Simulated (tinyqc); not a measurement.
Interface traps by the conductance method, one level: one step of the calculation.

MOS capacitor on an n-type substrate; psi is the band bending, negative in depletion; only majority carriers are counted. The traps exchange electrons with the conduction band; their admittance lies in parallel with Cd, and that pair in series with Cox and Rs. w = 2 pi f.

Task. Capacitances and time constant. Cox = 3.9 eps0/EOT, LD = sqrt(eps0 eps_r Vt/(q Nd)), u = psi/Vt, Cd = (eps0 eps_r/(sqrt(2) LD)) |exp(u) - 1|/sqrt(exp(u) - u - 1); ns = Nd exp(u); tau = ft/(sn vth ns), Cit = q Nt ft (1 - ft)/Vt.

Inputs (values chosen for the exercise); band and dielectric values close to those of silicon: temperature T = 350 K; relative permittivity eps_r = 11.5; donor density Nd = 1.7e16 cm^-3; equivalent oxide thickness EOT = 12 nm; band bending psi ps = -0.327 V; capture cross-section for electrons sn = 3.2e-16 cm^2; thermal velocity vth = 2.4e7 cm/s; density of the level Nt = 1.4e10 cm^-2; occupation of the level at this bias ft = 0.62.

Constants: q = 1.602176634e-19 C, kB = 1.380649e-23 J/K, Vt = kB T/q, eps0 = 8.8541878128e-14 F/cm where lengths are in cm. Results are converted to the units shown.

Give: Cox; Cd; ns; tau; Cit.

Result.

Cox = 287.76 nF/cm^2
Cd = 68.347 nF/cm^2
ns = 3.3255e11 cm^-3
tau = 2.4276e-4 s
Cit = 17.522 nF/cm^2

Computed by the program tinyqc: `OMP_NUM_THREADS=1 python tinyqc.py 2030028 2030029 out.jsonl`, one thread of a shared Intel Xeon 2.30GHz, about 0.01 s for the whole run.
